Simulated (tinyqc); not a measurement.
Inversion-layer mobility, back-scattering and ballistic limit of a field-effect transistor: one step, computed by the program tinyqc. Command: `OMP_NUM_THREADS=1 python tinyqc.py 3028935 3028936 out.jsonl mos walk`. One thread of a shared host (Intel(R) Xeon(R) Processor @ 2.30GHz), about 0.01 s of CPU time with the checks.

The charge at the top of the source barrier is fixed by the gate; series resistance and short-channel effects are left out. F_j are Fermi integrals normalised to exp(eta) in the classical limit.

Problem. Effective mobility. mu_phonon = mu_ph (E_eff/1 MV/cm)^(-0.3) (T/300 K)^(-1.75); mu_rough = mu_sr (E_eff/1 MV/cm)^(-2); mu_Coulomb = mu_C (N_inv/1e12 cm^-2) (T/300 K); Matthiessen's rule adds 1/mu.

Inputs (values chosen for the exercise, modelled on a 4H-SiC n-channel):
```
quantity                                     value        unit
phonon mobility at 1 MV/cm and 300 K, mu_ph     91  cm^2/(V s)
roughness mobility at 1 MV/cm, mu_sr            72  cm^2/(V s)
Coulomb mobility at N_inv = 1e12/cm^2, mu_C     29  cm^2/(V s)
temperature T                                  200           K
```

Statistics at the top of the barrier: Fermi-Dirac.

inversion density N_inv = 1.900562e+13 1/cm^2

effective field E_eff = 1.800709 MV/cm

Give: phonon part; roughness part; Coulomb part; effective mobility mu.

Solution.

phonon part = 155.1 cm^2/(V s)

roughness part = 22.20 cm^2/(V s)

Coulomb part = 367.4 cm^2/(V s)

effective mobility mu = 18.45 cm^2/(V s)

The roughness part is the lowest and holds 83 % of 1/mu.
